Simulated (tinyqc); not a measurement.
Well width for a wanted wavelength.

Inverse problem. The layer is x parts of the first compound and 1 - x of the second, grown coherently on the third as substrate and barrier. Rows of the table: lattice constant a, average valence level Ea on an absolute scale, spin-orbit splitting so, gaps at Gamma, X and L, hydrostatic deformation potentials av and ac (Gamma), shear potential b, elastic constants, electron and heavy-hole (along z) masses. All are interpolated linearly in x; gaps get -C x (1 - x), taken wholly in the conduction band; real line-ups can differ from this model by 0.1 eV or more. In-plane strain e = (a_substrate - a)/a, e_z = -2 (c12/c11) e, volume change 2 e + e_z. With v = 2 e + e_z and d = 2 b (e_z - e): Eav = Ea + av v; E_hh = Eav + so/3 - d/2; E_lh = Eav - so/6 + d/4 + sqrt(so^2 + so d + 9 d^2/4)/2; E_c = Ea + so/3 + EG + ac v (Gamma). Substrate: E_v = Ea + so/3, E_c = E_v + EG. Well depths: dEc = E_c(substrate) - E_c, dEhh = E_hh - E_v(substrate), dElh likewise; strained Gamma gap E_c - max(E_hh, E_lh); positive values confine carriers in the layer. Lowest level of a finite well of width Lw and depth V: kw Lw/2 = arctan(sqrt((mw/mb)(V - E)/E)), kw = sqrt(mw E/C), C = hbar^2/(2 m0), for electrons (dEc) and heavy holes (dEhh), mb from the substrate; transition E_c - E_hh + both levels, without exciton binding; wavelength h c/E. Find Lw and the two levels.

Inputs (values chosen for the exercise): fraction of the first compound in the layer x = 0.4; bowing of the Gamma gap CG = 0.477 eV; bowing of the X gap CX = 1.4 eV; bowing of the L gap CL = 0.33 eV.

Constants: q = 1.602176634e-19 C, hbar = 1.054571817e-34 J s, h = 6.62607015e-34 J s, m0 = 9.1093837015e-31 kg, c = 299792458 m/s, hbar^2/(2 m0) = 0.0380998212 eV nm^2. Results are converted to the units shown.

Binary compounds, values chosen for the exercise:

|  | close to InAs | close to GaAs | close to InP |
|---|---|---|---|
| a (angstrom) | 6.058 | 5.653 | 5.869 |
| Ea (eV) | -6.67 | -6.92 | -7.04 |
| so (eV) | 0.381 | 0.345 | 0.111 |
| EG (eV) | 0.351 | 1.41 | 1.35 |
| EX (eV) | 1.37 | 1.92 | 2.18 |
| EL (eV) | 1.05 | 1.73 | 1.93 |
| av (eV) | 1.01 | 1.16 | 1.28 |
| ac (eV) | -5.12 | -7.1 | -5.11 |
| b (eV) | -1.81 | -1.7 | -1.7 |
| c11 (GPa) | 83.1 | 119 | 102 |
| c12 (GPa) | 44.9 | 53.1 | 56.5 |
| me (m0) | 0.0227 | 0.0674 | 0.0807 |
| mh (m0) | 0.331 | 0.355 | 0.53 |

wavelength = 1378.8934 nm

Solution. Both levels fall steadily as the well widens, so the wavelength rises steadily and one width matches.

Lw = 7.30 nm
electron level = 53.8 meV
heavy-hole level = 13.9 meV

tinyqc, about 0.01 s, one thread, Intel Xeon 2.30GHz (shared host): `OMP_NUM_THREADS=1 python tinyqc.py 2690033 2690034 out.jsonl`
